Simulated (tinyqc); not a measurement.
Global model of a low-pressure process discharge: electron temperature, density, ion flux and ion energy. Changing the pressure p. Computed by tinyqc, a small Python program. Command: `OMP_NUM_THREADS=1 python tinyqc.py 3114273 3114274 out.jsonl plasma sweep`. One thread of a shared host (Intel(R) Xeon(R) Processor @ 2.30GHz), about 0.01 s of CPU time with the checks.

Maxwellian electrons with temperature T_e in eV, one positive ion, no negative ions, uniform bulk density n; rate constants have the Arrhenius form.

Inputs (values chosen for the exercise, of the order of those of an inductive discharge in a simple atomic gas): ion mass M = 35.5 u; ionisation prefactor K0 = 7.7e-14 m^3/s; ionisation energy E_iz = 16.9 eV; excitation prefactor X0 = 2.9e-14 m^3/s; excitation energy E_ex = 8.37 eV; elastic rate constant K_el = 1.3e-13 m^3/s; ion-neutral cross section = 6.3e-19 m^2; gas temperature T_g = 500 K; radius R = 14 cm; height L = 15 cm; absorbed power P = 120 W; bias power P_b = 16 W; radius of the biased electrode = 5 cm; bias frequency = 60 MHz.

Constants: k_B = 1.380649e-23 J/K; e = 1.602176634e-19 C; u = 1.6605390666e-27 kg; m_0 = 9.1093837015e-31 kg; eps_0 = 8.8541878128e-12 F/m.

Method:
- n_g = p/(k_B T_g); lambda_i = 1/(n_g sigma); h_L = 0.86/sqrt(3 + L/(2 lambda_i)), h_R = 0.8/sqrt(4 + R/lambda_i); A_eff = 2 pi R^2 h_L + 2 pi R L h_R; d_eff = pi R^2 L/A_eff.
- Particle balance: K0 exp(-E_iz/T_e) n_g d_eff = u_B, u_B = sqrt(e T_e/M).
- Root found by bracketing.
- E_c = E_iz + (X0 exp(-E_ex/T_e) E_ex + K_el (3 m_0/M) T_e)/K_iz; wall potential V_s = (T_e/2) ln(M/(2 pi m_0)); E_T = E_c + 2 T_e + T_e/2 + V_s; n = P/(e u_B A_eff E_T); ion current density J = e h_L n u_B; ionised share n/n_g.
- All bias power goes to ions: V_b = P_b/(J pi r^2). Debye length at the sheath edge lambda_D = sqrt(eps_0 T_e/(e h_L n)); Child-law sheath s = (sqrt2/3) lambda_D (2 V/T_e)^(3/4), V = V_b + V_s; ion transit time tau_i = 3 s sqrt(M/(2 e V)); collisions in the sheath s/lambda_i.

One run for each value:
```
pressure p (Pa)  T_e (eV)  plasma density n (1/cm^3)  ion current density J (mA/cm^2)  s/lambda_i
0.10                5.108                  2.839e+10                           0.7593   2.240e-02
0.19                4.072                  3.396e+10                           0.7505   4.263e-02
0.38                3.320                  3.802e+10                           0.6650   9.784e-02
0.73                2.809                  3.978e+10                           0.5356   2.436e-01
1.40                2.422                  3.948e+10                           0.3935   6.804e-01
2.70                2.119                  3.746e+10                           0.2673   2.114e+00
5.30                1.874                  3.424e+10                           0.1699   7.281e+00
10.00               1.689                  3.073e+10                           0.1073   2.434e+01
```

Describe the trends.

Over the rows, T_e (eV) falls from 5.11 to 1.69 (exponent d ln y / d ln x -0.35 between the first rows and -0.16 between the last); plasma density n (1/cm^3) goes from 2.84e10 through a maximum among these rows, 3.98e10 at 0.730, to 3.07e10; ion current density J (mA/cm^2) falls from 0.759 to 0.107 (exponent d ln y / d ln x -0.018 between the first rows and -0.72 between the last).  Left out: 20.0 (the electrode is larger than the chamber or the bias is too high).

Caution (rows 5.30, 10.0): at so short an ion path the formulas for h_L and h_R give way to the ambipolar-diffusion limit.

Extremes, crossings and ranges named in words are read from the listed rows.
